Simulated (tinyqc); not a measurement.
p-n diode, drift-diffusion by the Gummel loop with Scharfetter-Gummel fluxes: one step of the calculation.

Abrupt junction at x = 0, p side from -Lp, n side to Ln, ohmic contacts. psi is counted from the intrinsic level; n = ni exp((psi - phin)/Vt), p = ni exp((phip - psi)/Vt). Contacts: p side psi = V - Vt ln(Na/ni), p = Na, n = ni^2/Na; n side psi = Vt ln(Nd/ni), n = Nd, p = ni^2/Nd. Constant mobilities, D = mu Vt, Boltzmann statistics, SRH recombination through a mid-gap level, U = (n p - ni^2)/(tp (n + ni) + tn (p + ni)). Current is positive from the p contact to the n contact.

Problem. Electron continuity. With psi and p held, F_i = (mun Vt/h_i) [n_(i+1) B(d_i) - n_i B(-d_i)], d_i = (psi_(i+1) - psi_i)/Vt, B(d) = d/(exp(d) - 1); solve F_i - F_(i-1) = w_i [(n_i p_i - ni^2)/den_i - G] for the new n, with den = tp (n + ni) + tn (p + ni) taken at the old n and p, h_i = x_(i+1) - x_i, w_i = (h_(i-1) + h_i)/2; phin = psi - Vt ln(n/ni).

Inputs (values chosen for the exercise); band and dielectric values close to those of In0.53Ga0.47As:
```
symbol   value        unit                         meaning
T          350           K                     temperature
Na      4.7e15       cm^-3  acceptor density of the p side
Nd      6.6e16       cm^-3     donor density of the n side
mun       8000  cm^2/(V s)               electron mobility
tn        1e-9           s       SRH lifetime of electrons
tp        6e-8           s           SRH lifetime of holes
G            0  cm^-3 s^-1         uniform generation rate
```

Constants: q = 1.602176634e-19 C, kB = 1.380649e-23 J/K, Vt = kB T/q. Results are converted to the units shown.

x, node 0 to 12 (nm): [-7200, -3430, -1620, -745, -324, -121, -23.5, 23.5, 90.7, 187, 324, 520, 800]
ni = 6.4026963e12 cm^-3
psi, node 0 to 12 (V): [-0.00901813, -0.00957221, -0.00974713, -0.00969946, -0.00426167, 0.06363469, 0.17902853, 0.26610015, 0.27797034, 0.27868399, 0.27870540, 0.27870559, 0.27870539]
n after Poisson, node 0 to 12 (cm^-3): [8.7222383e9, 2.0481181e12, 3.3814300e12, 4.1806406e12, 5.4698090e12, 5.2774587e13, 2.4224301e15, 4.3454075e16, 6.4410152e16, 6.5952489e16, 6.5999486e16, 6.6000114e16, 6.6e16]
p after Poisson, node 0 to 12 (cm^-3): [4.7e15, 4.7020343e15, 4.7032950e15, 4.6889337e15, 3.9137984e15, 4.1189316e14, 8.9669857e12, 4.9329537e11, 3.0905428e11, 2.6122020e11, 2.0271040e11, 1.1941081e11, 6.2112909e8]

Wanted: new n; phin after round 2.

Solution.

new n, node 0 to 12 (cm^-3): [8.722e9, 2.026e12, 3.368e12, 4.176e12, 5.469e12, 5.277e13, 2.422e15, 4.345e16, 6.441e16, 6.595e16, 6.600e16, 6.600e16, 6.600e16]
phin after round 2, node 0 to 12 (V): [0.1900, 0.0251, 0.0096, 0.0032, 0.0005, 0.0000, 0.0000, 0.0000, 0.0000, 0.0000, 0.0000, 0.0000, 0.0000]

tinyqc, about 0.2 s, one thread, Intel Xeon 2.30GHz (shared host): `OMP_NUM_THREADS=1 python tinyqc.py 2240158 2240159 out.jsonl`
